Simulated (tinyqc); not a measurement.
On-chip interconnect, size-dependent resistivity and RC delay: one step of the calculation.

A rectangular line between two neighbours and two ground planes. Surface and grain-boundary scattering are added to the bulk resistivity as corrections; capacitances are parallel-plate values without fringing; inductance is ignored.

Question. Ladder and Elmore delays. 7 equal pi sections: series Rs = r Lw/7; node capacitances c Lw/7, halved at nodes 0 and 7, with Cl added to node 7; Rd feeds node 0. Elmore delay of node k: the sum, over the resistors on the path to k, of resistance times all capacitance downstream of it.

Values chosen for this exercise; metal values close to those of copper: line length Lw = 15 um; driver resistance Rd = 1100 ohm; load capacitance Cl = 2.2 fF.

r = 5.1641992 ohm/um
c = 0.098804457 fF/um

Give: Rs; C; Elmore delay.

Answer.

Rs = 11.07 ohm

```
node  C (fF)  Elmore delay (ps)
0     0.1059              4.050
1     0.2117              4.090
2     0.2117              4.127
3     0.2117              4.162
4     0.2117              4.195
5     0.2117              4.225
6     0.2117              4.253
7      2.306              4.278
```

The far-end value equals Rd (c Lw + Cl) + r Lw (c Lw/2 + Cl) for any number of pi sections; the line resistance contributes 5.33 % of it.

tinyqc, about 0.01 s, one thread, Intel Xeon 2.30GHz (shared host): `OMP_NUM_THREADS=1 python tinyqc.py 2100116 2100117 out.jsonl`
